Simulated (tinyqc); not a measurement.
# Double-gate transistor below threshold, two-dimensional Poisson equation on a small mesh: what changes with what

Half of a symmetric double-gate structure: row 0 is the mid-plane of the body, where the normal field vanishes. Mobile charge is neglected (subthreshold), the body is fully depleted, and potentials are counted from the intrinsic level; rows run upward to the gate, columns from source to drain.

Values chosen for this exercise; semiconductor permittivity close to that of germanium: temperature T = 293 K; relative permittivity of the semiconductor eps_r = 16.3; relative permittivity of the insulator eox = 3.9; half the body thickness tb = 3 nm; insulator thickness tox = 1.5 nm; channel length L = 29 nm; acceptor density of the depleted body Na = 2.3e17 cm^-3; potential of the source Vbi = 0.57 V; gate offset Vfb = -0.07 V; gate voltage Vg = -0.1 V; drain voltage Vd = 0.3 V.

Constants: q = 1.602176634e-19 C, kB = 1.380649e-23 J/K, Vt = kB T/q, eps0 = 8.8541878128e-14 F/cm where lengths are in cm. Results are converted to the units shown.

Each table varies one quantity; the others keep the values above.

## Effect of the acceptor density of the depleted body

Mesh: rows i = 0..12 in the semiconductor (step hs = tb/12, row 12 on the interface), then 8 step(s) ho = tox/8 up to the gate row 20; columns j = 0..80 (step hy = L/80). Box integration, divided by eps0: up_i = eps hy/h of the interval above row i, dn_i = that of the interval below (0 for row 0), lat_i = (sum of eps h/2 over the intervals above and below)/hy, s_i = -q Na w_i hy/eps0 with w_i the semiconductor height of the box (hs/2 for row 0 and the interface row, hs between, 0 in the insulator). Each free node obeys (up + dn + 2 lat) psi = up psi(above) + dn psi(below) + lat [psi(left) + psi(right)] + s. Fixed values: gate row Vg - Vfb; column 0 at Vbi and the last column at Vbi + Vd in the semiconductor, each running linearly to Vg - Vfb across the insulator. The system is solved directly. On row 0 the minimum of psi and its place come from a parabola through the three lowest nodes; barrier = Vbi - minimum, swing = Vt ln 10/(d psi/dVg), DIBL = (d psi/dVd)/(d psi/dVg) there. Lambda = pi/k with k the smallest positive root of tan(k tox) tan(k tb) = eox/eps_r.

Results:
```
Na (cm^-3)  L/Lambda  barrier (V)  place y/L  swing (mV/decade)  DIBL (mV/V)
0              1.944       0.5259     0.4666              64.81        45.82
1e18           1.944       0.5493     0.4677              64.80        46.11
2e18           1.944       0.5727     0.4687              64.79        46.39
3e18           1.944       0.5961     0.4697              64.79        46.65
5e18           1.944       0.6428     0.4714              64.77        47.14
```

Estimate the missing row, Na = 5e17 cm^-3.

Computed row:
```
Na (cm^-3)  L/Lambda  barrier (V)  place y/L  swing (mV/decade)  DIBL (mV/V)
5e17           1.944       0.5376     0.4672              64.81        45.97
```

With this row back in the table: As Na goes from 0 to 5e18 cm^-3, the barrier rises from 0.526 to 0.643 V, the swing stays near 64.8 mV a decade and DIBL rises from 45.8 to 47.1 mV/V; the ideal swing is 58.1. The barrier top moves from y/L = 0.467 to 0.471.

## Refining the mesh

The mesh has 2 c steps in the semiconductor (rows from 0 up to the interface), c steps in the insulator and 8 c along the channel, each uniform. The system is solved directly; psi is read on row 0 at mid-channel.

Results:
```
c   unknowns  psi at mid-channel (V)  d psi/dVg
1         21                0.047303    0.88980
2         90                0.041983    0.89685
3        207                0.040986    0.89817
4        372                0.040636    0.89863
6        846                0.040386    0.89897
12      3420                0.040236    0.89916
```

Estimate the missing row, c = 8.

Computed row:
```
c  unknowns  psi at mid-channel (V)  d psi/dVg
8      1512                0.040299    0.89908
```

With this row back in the table: psi at mid-channel goes from 0.04730 V on the coarsest mesh to 0.04024 V on the finest, a difference of 7.1 mV. d psi/dVg changes by 0.0070 from c = 1 to 2, by 0.0018 from 2 to 4 and by 4.5e-4 from 4 to 8, a ratio of 4.0 between the last two, near the 4 of a second-order scheme.

## Effect of the channel length

Same model as above.

Effect of the channel length:
```
L (nm)  L/Lambda  barrier (V)  place y/L  swing (mV/decade)  DIBL (mV/V)
13        0.8716       0.2296     0.4152              122.4        409.6
16         1.073       0.3225     0.4357              95.77        249.8
20         1.341       0.4160     0.4507              78.82        140.4
24         1.609       0.4801     0.4597              70.35        83.62
29         1.944       0.5313     0.4669              64.81        45.89
35         2.346       0.5662     0.4727              61.51        23.23
43         2.883       0.5888     0.4778              59.55        9.708
52         3.486       0.5993     0.4816              58.68        3.714
```

What does the table show?

As L goes from 13 to 52 nm, the barrier rises from 0.230 to 0.599 V, the swing falls from 122 to 58.7 mV a decade and DIBL falls from 410 to 3.71 mV/V; the ideal swing is 58.1. L/Lambda goes from 0.87 to 3.5. Between the last two rows DIBL decays with a length of 9.37 nm; 2 Lambda/pi is 9.50 nm.

Program tinyqc, `OMP_NUM_THREADS=1 python tinyqc.py 2480060 2480061 out.jsonl`; Intel Xeon 2.30GHz, shared host, one thread, about 0.1 s.
